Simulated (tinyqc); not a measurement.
Growth over eight decades: Cabrera-Mott growth of a thin oxide under its own electric field. Computed by tinyqc, a small Python program. Command: `OMP_NUM_THREADS=1 python tinyqc.py 3003592 3003593 out.jsonl cabrera walk`. One thread of a shared host (Intel(R) Xeon(R) Processor @ 2.30GHz), about 0.01 s of CPU time with the checks.

Electrons cross the film freely and set a fixed potential V across it; the field V/x lowers the barrier for ions entering the oxide.

Inputs (values chosen for the exercise, for a model metal):
```
quantity                     value        unit
barrier W                      1.5          eV
Mott potential V               1.6           V
ion charge number z              3           -
half jump distance b           1.5    angstrom
prefactor u0 = N Omega nu  2.5e+13  angstrom/s
temperature T                  350           K
starting thickness x0          6.3    angstrom
```

Backward hops: kept.

Constants: k_B = 8.617333262e-05 eV/K.

Method:
- u = u0 exp(-W/(k_B T)), X1 = z b V/(k_B T) with V in volts and k_B T in eV; dx/dt = 2 u sinh(X1/x).
- t(x) = int_(x0)^x dx / (dx/dt) by Gauss-Legendre quadrature (80 points on each side of (x0 + 2 x)/3), solved for x.
- Closed form for thin films (leading term of the integral): x solves (x^2/(u X1)) exp(-X1/x) = t.

u = 6.29348e-09 angstrom/s

X1 = 238.722 angstrom

Thickness:
```
t (s)     x (angstrom)  1/x (1/angstrom)  closed form (angstrom)
1.00e+00        12.951          0.077212                  12.889
1.00e+01        14.594          0.068520                  14.507
1.00e+02        16.684          0.059937                  16.558
1.00e+03        19.422          0.051489                  19.230
1.00e+04        23.141          0.043213                  22.834
1.00e+05        28.441          0.035161                  27.909
1.00e+06        36.482          0.027411                  35.470
1.00e+07        49.794          0.020083                  47.594
1.00e+08        74.771          0.013374                  69.047
```

What follows from these numbers?

Per decade of time the film gains 1.6 angstrom at first and 25 at the end. The inverse-logarithmic law predicts -X1 d(1/x)/d ln t near 1; the rows give 0.90 at first and 0.70 at the end. The closed form misses by at most 7.7 %, as it needs x well below X1 and above x0.
